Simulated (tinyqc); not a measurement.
Inside a calculation. Method: Hubbard ring of 4 sites. Computed by tinyqc, a small Python program that keeps every step. Settings: hopping = 1.19, U = 9.5, mixing = 1, iteration cap = 77. Command: `OMP_NUM_THREADS=1 python tinyqc.py 29102 29103 out.jsonl` (the two numbers bound the seeds that draw the settings). One thread of a shared host (Intel(R) Xeon(R) Processor @ 2.60GHz), about 0.2 s of CPU time with the checks. Later iterations appear only in the table of the cycle.

## Mean-field iteration 1

one-body matrix (hopping and site energies) (eV), lower triangle:
```
           1          2          3          4
1  -0.520000
2  -1.190000  -0.110000
3   0.000000  -1.190000  -0.090000
4  -1.190000   0.000000  -1.190000  -0.060000
```

U = 9.500000 eV

electrons, up and down: 2  2

mixing = 1

n(up) at the start (a guess, not normalised): 1 0.800000, 2 0.200000, 3 0.800000, 4 0.200000

n(down) at the start (a guess): 1 0.200000, 2 0.800000, 3 0.200000, 4 0.800000

H(up) = T + U n(down), H(down) = T + U n(up); fill the lowest levels; n(new) = n + mixing (n(out) - n); E = tr T (rho up + rho down) + U sum n_up n_down of the output.

levels, up (eV): 0.710312  1.640765  7.514348  8.354575

levels, down (eV): 0.924170  1.815603  7.252373  8.227854

energy = -1.750759 eV

n(up) after iteration 1: 1 0.948207, 2 0.055719, 3 0.941176, 4 0.054898

n(down) after iteration 1: 1 0.065573, 2 0.939053, 3 0.057289, 4 0.938085

## Mean-field iteration 2

As before.

levels, up (eV): -0.382803  0.322098  8.830779  9.449926

levels, down (eV): -0.199220  0.441079  8.624809  9.353332

energy = -1.933007 eV

n(up) after iteration 2: 1 0.969626, 2 0.031725, 3 0.967207, 4 0.031443

n(down) after iteration 2: 1 0.035010, 2 0.966527, 3 0.032256, 4 0.966206

## Mean-field iteration 3

As before.

levels, up (eV): -0.631014  0.073846  9.094601  9.682566

levels, down (eV): -0.395842  0.215903  8.837021  9.562918

energy = -1.936215 eV

n(up) after iteration 3: 1 0.972585, 2 0.028749, 3 0.970196, 4 0.028470

n(down) after iteration 3: 1 0.032188, 2 0.969319, 3 0.029487, 4 0.969005

## Convergence

Each step fills the lowest levels of T + U n(other spin) and sets n(new) = n + mixing (n(out) - n); stop when output and input agree to 1e-8.

Course of the cycle:
```
iteration       E (eV)  largest |n(out) - n(in)|  mean |n_up - n_down|
1          -1.75075935                  1.48e-01              0.883260
2          -1.93300676                  3.06e-02              0.934783
3          -1.93621462                  2.99e-03              0.940552
4          -1.93625146                  3.49e-04              0.941159
5          -1.93625186                  3.32e-05              0.941221
6          -1.93625186                  3.71e-06              0.941228
7          -1.93625186                  3.60e-07              0.941228
8          -1.93625186                  3.98e-08              0.941228
9          -1.93625186                  3.88e-09              0.941228
```

local moments n_up - n_down: 1 0.941078, 2 -0.941246, 3 0.941379, 4 -0.941211

Converged in 9 iterations. Before convergence this energy mixes input and output and is not variational, so it may rise towards its limit.

## Exact diagonalisation (36 states)

Lowest levels of the sector, and the double occupancy of the lowest state.

lowest levels (eV): -2.354836  -1.959181  -1.393362  -1.343473  -1.343360  -0.780000

double occupancy per site = 0.032662

The mean-field solution above lies 0.4186 eV above the exact energy.

## The lowest level by Lanczos steps

From a random start vector (not printed): a_j = <q_j|H|q_j>, b_j = norm of the remainder after orthogonalising; the Ritz value is the lowest eigenvalue of the tridiagonal matrix of a and b so far.

Lanczos:
```
j    a_j (eV)  b_j (eV)  lowest Ritz value (eV)
1    8.216185  7.018171              8.21618519
2    9.666135  7.667082              1.88564386
3    6.944174  3.232786             -1.87737767
4   10.742216  4.718823             -2.16345700
5   10.256853  7.890363             -2.21037542
6    6.718320  4.136673             -2.29165177
7   10.318252  3.665891             -2.34196321
8   14.137108  6.114098             -2.34753853
9    5.061537  5.260204             -2.35039599
10   7.685383  2.812572             -2.35405218
```
